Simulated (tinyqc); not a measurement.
What moves the results: deformation-potential model of the L valleys of a conduction band. A value that a table varies takes the place of the one given here.

Valleys with axes along [111], [1-1-1], [-11-1] and [-1-11], one whole valley each. Herring-Vogt shift of a valley with unit axis a: dE = Xd tr(e) + Xu a.e.a. Non-degenerate shares n_i = exp(-dE_i/kT)/sum_j exp(-dE_j/kT). Inverse mass tensor of a valley: (1 - a a)/mt + a a/ml; the masses are taken as independent of strain.

s11 = (C11 + C12)/((C11 - C12)(C11 + 2 C12)), s12 = -C12/((C11 - C12)(C11 + 2 C12)), s44 = 1/C44; exx = s11 sxx + s12 (syy + szz) and cyclic, exy = s44 sxy/2; tension is positive. A uniaxial stress X along the unit vector n is s_ij = X n_i n_j.

Constants: kB = 8.617333262e-05 eV/K.

Values chosen for the exercise (near those of Ge; shifted at random, so the results belong to these values and not to a real crystal):
```
symbol  value           unit  meaning
ml      1.634           m0    longitudinal mass
mt      0.082           m0    transverse mass
Xd      -7.17           eV    dilation potential
Xu      16.79           eV    uniaxial potential
C11     126             GPa
C12     48.6            GPa
C44     68.5            GPa
load    uniaxial [111]        kind of stress
T       400             K     temperature
X1      0.6             GPa   size of the stress
X       1.17            GPa   stress
```

## Sweep of a uniaxial [111] stress

m_c = 1/(u.M.u) along [110] with M = sum_i n_i (inverse mass tensor); gain against zero stress at a fixed scattering time.

Results:
```
X (GPa)  spread (meV)  lowest edge (meV)  n [111]  n [1-1-1]  n [-11-1]  n [-1-11]  m_c (m0)  gain (%)
-3.00           326.8             -224.0    1.000      0.000      0.000      0.000    0.2235     -46.3
-1.50           163.4             -112.0    0.974      0.009      0.009      0.009    0.2172     -44.8
-0.60            65.4              -44.8    0.689      0.104      0.104      0.104    0.1647     -27.1
0.00              0.0                0.0    0.250      0.250      0.250      0.250    0.1200       0.0
0.60             65.4              -20.6    0.048      0.317      0.317      0.317    0.1067      12.5
1.50            163.4              -51.4    0.003      0.332      0.332      0.332    0.1041      15.3
3.00            326.8             -102.9    0.000      0.333      0.333      0.333    0.1039      15.4
```

What can be read from the table?

Along [110] the gain is -46.3 % at -3.00 GPa and +15.4 % at 3.00 GPa. The slope at zero stress (from +/- 0.001 GPa), +36.6 % per GPa, carried to the ends would give -110 and +110 %; the response falls behind at both ends, as it saturates once the spread passes a few kT (kT = 34.5 meV, spread up to 327 meV).

## Gain for each load and current direction

Each load has the size X1. Gain m_c(0)/m_c - 1 in per cent from repopulation alone, m_c = 1/(u.M.u), M = sum_i n_i (inverse mass tensor); biaxial means sxx = syy.

Gain (%); + is tension, - compression:
```
load                [100]  [010]  [001]  [110]  [1-10]  [111]
uniaxial [110] (+)    0.0    0.0    0.0   28.3   -28.3   18.9
uniaxial [110] (-)    0.0    0.0    0.0  -28.3    28.3  -18.9
uniaxial [100] (+)    0.0    0.0    0.0    0.0     0.0    0.0
uniaxial [100] (-)    0.0    0.0    0.0    0.0     0.0    0.0
uniaxial [111] (+)    0.0    0.0    0.0   12.5   -12.5   25.0
uniaxial [111] (-)    0.0    0.0    0.0  -27.1    27.1  -54.3
biaxial (001) (+)     0.0    0.0    0.0    0.0     0.0    0.0
biaxial (001) (-)     0.0    0.0    0.0    0.0     0.0    0.0
```

What does this show, and why?

The largest gain is +28.3 %, for uniaxial [110] (+) with the current along [110] and uniaxial [110] (-) with the current along [1-10]; for a [110] channel it is +28.3 %, under uniaxial [110] (+). No gain or loss appears under biaxial (001) and uniaxial [100]: the valleys stay equivalent.

## Temperature and repopulation

The load is fixed; m_c along [110] as 1/(u.M.u).

Results:
```
T (K)  kT (meV)  n [111]  n [1-1-1]  n [-11-1]  n [-1-11]  m_c (m0)
50         4.31    0.000      0.333      0.333      0.333    0.1039
77         6.64    0.000      0.333      0.333      0.333    0.1039
150       12.93    0.000      0.333      0.333      0.333    0.1039
225       19.39    0.000      0.333      0.333      0.333    0.1040
300       25.85    0.002      0.333      0.333      0.333    0.1041
400       34.47    0.008      0.331      0.331      0.331    0.1044
500       43.09    0.017      0.328      0.328      0.328    0.1049
```

What can be read from the table?

The largest share falls from 0.333 at 50 K to 0.328 at 500 K (equal shares: 0.250); m_c goes from 0.1039 to 0.1049, against 0.1200 without stress. Only spread/kT enters, so the small-stress response goes as 1/T.

## What each parameter does

Spread of the valley edges, lowest edge, largest share and m_c along [110]. Each row changes one parameter from the base and keeps the others.

Results:
```
case             spread (meV)  lowest edge (meV)  largest share  m_c (m0)
base                   127.46             -40.11         0.3306    0.1044
ml = 1.961 m0          127.46             -40.11         0.3306    0.1046
mt = 0.098 m0          127.46             -40.11         0.3306    0.1244
Xd = -8.604 eV         127.46             -47.63         0.3306    0.1044
Xu = 20.148 eV         152.95             -40.62         0.3320    0.1042
C11 = 151.2 GPa        127.46             -39.27         0.3306    0.1044
C12 = 58.32 GPa        127.46             -39.45         0.3306    0.1044
C44 = 82.2 GPa         106.21             -34.80         0.3283    0.1048
X = 1.404 GPa          152.95             -48.13         0.3320    0.1042
T = 320 K              127.46             -40.11         0.3322    0.1041
```

How do the results move?

The largest shifts from the base row, up to three for each result and ties (the steps differ in size, so this ranks the rows, not the parameters). spread (meV): Xu +25.49, X +25.49, C44 -21.24; unchanged at the printed digits by ml, mt, Xd, C11, C12 and T. lowest edge (meV): X -8.02, Xd -7.52, C44 +5.31; unchanged at the printed digits by ml, mt and T. largest share: C44 -0.0023, T +0.0016, Xu +0.0014, X +0.0014; unchanged at the printed digits by ml, mt, Xd, C11 and C12. m_c (m0): mt +0.0200, C44 +0.0004, T -0.0003, ml +0.0003; unchanged at the printed digits by Xd, C11 and C12. Xd moves all valleys together, so it shifts the edge and nothing else.

(tinyqc, `OMP_NUM_THREADS=1 python tinyqc.py 1080641 1080642 out.jsonl`, Intel(R) Xeon(R) Processor @ 2.30GHz, 1 thread, shared host, about 0.03 s.)
